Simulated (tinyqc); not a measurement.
# Absorption edge of a degenerate semiconductor, band filling against gap narrowing: two studies

n-type, parabolic bands, full ionisation. eta = (EF - Ec)/kB T solves N = Nc F12(eta), F12(x) = (2/sqrt(pi)) int_0^infinity sqrt(u)/(1 + exp(u - x)) du. The gap shrinks rigidly by dEg = a3 y^(1/3) + a4 y^(1/4) + a2 y^(1/2), y = N/1e18 cm^-3, an empirical law that is here taken as the true narrowing.

Values chosen for this exercise; band and dielectric values close to those of gallium nitride:
- T = 400 K (temperature)
- Eg = 3.36 eV (band gap)
- Nc = 3.4e18 cm^-3 (conduction-band density of states at 400 K, from me)
- me = 0.198 m0 (electron mass)
- mh = 1.01 m0 (hole mass)
- a3 = 11.2 meV (coefficient of (N/1e18)^(1/3))
- a4 = 6.1 meV (coefficient of (N/1e18)^(1/4))
- a2 = 3.8 meV (coefficient of (N/1e18)^(1/2))

Constants: q = 1.602176634e-19 C, kB = 1.380649e-23 J/K, Vt = kB T/q. Results are converted to the units shown.

Each table varies one quantity; the others keep the values above.

## The optical edge against doping

Vertical transitions need an empty final state: the edge is taken where the state lies 4 kB T below EF, E_opt = Eg - dEg + (1 + me/mh) max(eta - 4, 0) kB T; wavelength h c/(q E_opt).

The optical edge against doping:
```
N (cm^-3)      eta  dEg (meV)  filling shift (meV)  E_opt (eV)
5.5e17      -1.765      17.25                    0       3.343
1e18        -1.120      21.10                    0       3.339
2e18       -0.3243      26.74                    0       3.333
3.7e18      0.4636      33.09                    0       3.327
6.9e18       1.406      41.19                    0       3.319
1.3e19       2.628      51.62                    0       3.308
2.5e19       4.375      65.39                15.47       3.310
4.6e19       6.740      81.79                113.0       3.391
8.8e19       10.50      104.1                268.0       3.524
1.6e20       15.71      130.6                482.6       3.712
3.1e20       24.46      168.3                843.4       4.035
```

Read the table: what changes, and by how much?

E_opt goes from 3.34 through a minimum of 3.31 (at N = 1.3e19 cm^-3 among the rows listed) to 4.04 eV, against Eg = 3.36 eV; the filling shift is 0 while eta is below 4. At the end narrowing grows as N^(0.38) and EF - Ec as N^(0.67). Filling therefore wins at high density. For N = 4.6e19, 8.8e19, 1.6e20, 3.1e20 EF lies more than 0.2 eV in the band, where non-parabolicity lowers it markedly.

## Approximations to the Fermi level

With u = N/Nc: Boltzmann ln u; Joyce-Dixon ln u + 0.353553 u - 4.95009e-3 u^2 + 1.48386e-4 u^3 - 4.42563e-6 u^4; degenerate limit (3 sqrt(pi) u/4)^(2/3). The Einstein ratio is D/(mu Vt) = F12/Fm, Fm(x) = dF12/dx = (1/sqrt(pi)) int_0^infinity u^(-1/2)/(1 + exp(u - x)) du.

Result of one run:
```
N (cm^-3)     N/Nc         eta  Boltzmann  Joyce-Dixon  degenerate  D/(mu Vt)
2.6e18     0.76471  -7.2945e-4   -0.26826   -7.2978e-4      1.0110     1.2648
```

What becomes of these results when the ionised donor density N is changed from 2.6e18 to 1.2e20 cm^-3, all else the same?

Result of the changed run:
```
N (cm^-3)    N/Nc     eta  Boltzmann  Joyce-Dixon  degenerate  D/(mu Vt)
1.2e20     35.294  12.945     3.5637       9.5324      13.008     8.7157
```

The whole series:
```
N (cm^-3)      N/Nc         eta  Boltzmann  Joyce-Dixon  degenerate  D/(mu Vt)
1.5e17     0.044118     -3.1053    -3.1209      -3.1053     0.15095     1.0156
3.8e17      0.11176     -2.1519    -2.1914      -2.1519     0.28052     1.0394
9.8e17      0.28824     -1.1425    -1.2440      -1.1425     0.52754     1.1011
2.6e18      0.76471  -7.2945e-4   -0.26826   -7.2978e-4      1.0110     1.2648
6.6e18       1.9412      1.3320    0.66329       1.3320      1.8813     1.6520
1.7e19       5.0000      3.2695     1.6094       3.2692      3.5351     2.5663
4.5e19       13.235      6.6383     2.5829       6.6034      6.7647     4.6014
1.2e20       35.294      12.945     3.5637       9.5324      13.008     8.7157
```

Boltzmann is within 0.1 of eta up to N/Nc = 0.11, Joyce-Dixon within 0.01 up to 5.0, and the degenerate limit is off by 0.064 in the last row. The Einstein ratio rises from 1.02 to 8.72: degenerate carriers diffuse faster for the same mobility.

Range of the model: Band tails, non-parabolic bands and incomplete ionisation are left out.

Program tinyqc, `OMP_NUM_THREADS=1 python tinyqc.py 2330099 2330100 out.jsonl`; Intel Xeon 2.30GHz, shared host, one thread, about 0.01 s.
